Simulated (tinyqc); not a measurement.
Conduction-band offset of an n-N heterojunction from carrier-profile moments: one step of the calculation.

Layer 1 (x < 0) accumulates electrons and layer 2 (x > 0) is depleted. Boltzmann statistics. The bands bend down by V1 in layer 1 and up by V2 in layer 2, with V1 + V2 = VD = dE + Vt ln[(N2/Nc2)/(N1/Nc1)].

Task. Offset from the moments. A C-V profile smears n(x) but keeps its zeroth and first moments: si = -int (N - n) dx, VD = (q/(eps0 eps_r)) int (N - n) x dx, dE = VD - Vt ln[(N2/Nc2)/(N1/Nc1)]. Use the trapezoidal rule on each side.

Inputs (values chosen for the exercise); values of the order of III-V alloys:

| symbol | value | unit | meaning |
|---|---|---|---|
| T | 300 | K | temperature |
| eps_r | 12.8 |  | relative permittivity of both layers |
| Nc1 | 2.2e17 | cm^-3 | density of states of the narrow-gap layer 1 |
| Nc2 | 5.2e17 | cm^-3 | density of states of the wide-gap layer 2 |
| dE | 0.24 | eV | conduction-band offset |
| N1 | 2.4e15 | cm^-3 | donor density in layer 1 |
| N2 | 9.9e15 | cm^-3 | donor density in layer 2 |
| si | 0 | cm^-2 | fixed charge at the interface |

Constants: q = 1.602176634e-19 C, kB = 1.380649e-23 J/K, Vt = kB T/q, eps0 = 8.8541878128e-14 F/cm where lengths are in cm. Results are converted to the units shown.

```
left point  -x (nm)  n in layer 1 (cm^-3)
0                 0            6.51732e16
1              2.02            5.61060e16
2              12.2            3.07638e16
3              35.1            1.33176e16
4              74.2            6.32083e15
5               133            3.77616e15
6               213            2.85326e15
7               318            2.52534e15
8               450            2.42690e15
9               611            2.40423e15
```

```
right point  x (nm)  n in layer 2 (cm^-3)
0                 0            1.43162e13
1              25.5            8.65670e13
2              62.8            6.44349e14
3               106            2.78024e15
4               155            6.22323e15
5               207            8.55526e15
6               262            9.49930e15
7               320            9.79394e15
8               381            9.87421e15
9               444            9.89404e15
```

Give: si; VD; dE.

Result.

si = 1.238e10 cm^-2
VD = 0.2533 V
dE = 0.2389 eV

On these few points dE comes out -1.1 meV from the true 0.24 eV, and si misses by 1.2e10 cm^-2, 8.7 % of Q1.

Program tinyqc, `OMP_NUM_THREADS=1 python tinyqc.py 2410174 2410175 out.jsonl`; Intel Xeon 2.30GHz, shared host, one thread, about 0.1 s.
